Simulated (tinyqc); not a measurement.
Donor level screened by free carriers (Yukawa potential), step by step. Values are carried at full precision from step to step, so a last printed digit may differ when a step is redone from the rounded ones.

Screening wave number: Debye ks^2 = 4 pi q n/(eps kB T); Thomas-Fermi ks^2 = 6 pi q n/(eps EF) with EF = c (3 pi^2 n/gv)^(2/3)/m, c = hbar^2/2m0; the two are joined by 1/ks^2 = sqrt(1/ks_D^4 + 1/ks_TF^4). 1e18/cm^3 = 1e-6/angstrom^3, q = e^2/(4 pi eps0).

Constants: e^2/(4 pi eps0) = 14.39964547 eV angstrom; kB = 8.617333262e-05 eV/K; hbar^2/2m0 = 3.80998211 eV angstrom^2; Ry = 13.60569312 eV; a0 (Bohr radius) = 0.5291772105 angstrom.

Inputs chosen for the exercise (near those of a donor in InP, with one mean mass; not measured data): m = 0.083 m0 (mass); eps = 12.7 (dielectric constant); gv = 1 (valleys); T = 300 K (temperature); n = 0.11 x 1e18/cm^3 (free-carrier density).

## Units and screening length

Give Ry* = Ry m/eps^2, a* = a0 eps/m, EF, the three values of ks, and x = ks a*.

Ry* = 7.002 meV
a* = 80.97 angstrom
EF = 10.09 meV

ks: Debye, Thomas-Fermi, joined (1/angstrom): 0.00779  0.01527  0.00766

x = 0.6202

EF/kB T = 0.39, so the Debye value, the smaller one, controls the screening.

## One-parameter trial function

Potential -(q/(eps r)) exp(-ks r), q = e^2/(4 pi eps0). In units Ry* = Ry m/eps^2 and a* = a0 eps/m the problem is [-Laplacian - 2 exp(-x r)/r] psi = E psi with x = ks a*.

For exp(-z r): E(z) = z^2 - 8 z^3/(2z + x)^2 in Ry*. Scan z = 0.5, 0.6, ..., 1.1, then minimise; first order gives -1 + 2x.

Scan (Ry*):
```
z    kinetic  potential        E
0.5   0.2500    -0.3809  -0.1309
0.6   0.3600    -0.5215  -0.1615
0.7   0.4900    -0.6723  -0.1823
0.8   0.6400    -0.8309  -0.1909
0.9   0.8100    -0.9957  -0.1857
1.0   1.0000    -1.1652  -0.1652
1.1   1.2100    -1.3388  -0.1288
```

best z = 0.814
E = -0.1911 Ry*
binding = 1.34 meV

First order in x would give 0.240 Ry*, a rigid shift by q ks/eps; it overstates the loss of binding by 0.432 Ry*.

## Converged levels

Converged values use 18 functions exp(-z r), z = 1.55^i, i = -11 to 6: S = 2/A^3, H = z_i z_j S - 2/(A + x)^2, A = z_i + z_j.

The 1s and 2s levels and the mean radius.

1s = -0.1972 Ry*
binding = 1.38 meV
<r> = 162.5 angstrom
second root = 0.0000 Ry*

The trial function misses by 0.0061 Ry*. Screening leaves 20 % of the bare binding, 0.05 kB T. 2s is no longer bound (it unbinds at x = 0.310). At this density n^(1/3) a* is past the Mott value 0.26, so real donors overlap and form no separate level.

## Checks

- 1s at x = 0.5 against the known -0.29623 Ry*: both -0.29623.
- 1s at x = 0 against -1: both -1.00000.

Run: tinyqc, `OMP_NUM_THREADS=1 python tinyqc.py 1252413 1252414 out.jsonl`; Intel(R) Xeon(R) Processor @ 2.30GHz, one thread, shared host; about 0.02 s of CPU time with all checks.
